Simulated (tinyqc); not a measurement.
Harmonic transition-state theory with quantum, tunnelling and friction corrections: one step, computed by the program tinyqc.

One atom hops between equivalent sites; three modes at the minimum and two real modes at the saddle are treated as harmonic, the rest of the crystal as unchanged; melting is ignored, so hot rows may lie above the melting point.

Task: Quantum harmonic rate. Vineyard: nu* = product of minimum frequencies / product of real saddle frequencies; k_cl = nu* exp(-E_b/(k_B T)). Quantum harmonic: k_q = (k_B T/h) [prod 2 sinh(x_i/2) (minimum) / prod 2 sinh(x_j/2) (saddle)] exp(-E_b/(k_B T)), x = h nu/(k_B T). Zero-point correction to the barrier = (h/2)(sum of saddle frequencies - sum of minimum frequencies).

Inputs (values chosen for the exercise, modelled on interstitial hydrogen in silicon): barrier E_b = 0.481 eV; temperature T = 264 K.

Lattice of sites: three-dimensional.

frequencies at the minimum (THz): [38.8, 39.4, 56]

real frequencies at the saddle (THz): [38.4, 55.2]

Constants: h x 1 THz = 4.135667696 meV; k_B = 8.617333262e-05 eV/K.

Give: x at the minimum; x at the saddle; zero-point correction; quantum harmonic rate k_q; ratio k_q/k_cl.

Result:

x at the minimum: [7.05, 7.16, 10.18]

x at the saddle: [6.98, 10.03]

zero-point correction = -83.95 meV

quantum harmonic rate k_q = 1.447e+05 1/s

ratio k_q/k_cl = 5.452

To second order in x the ratio is 1 + (sum x_i^2 - sum x_j^2)/24 = 3.3026; the x are too large for that expansion.
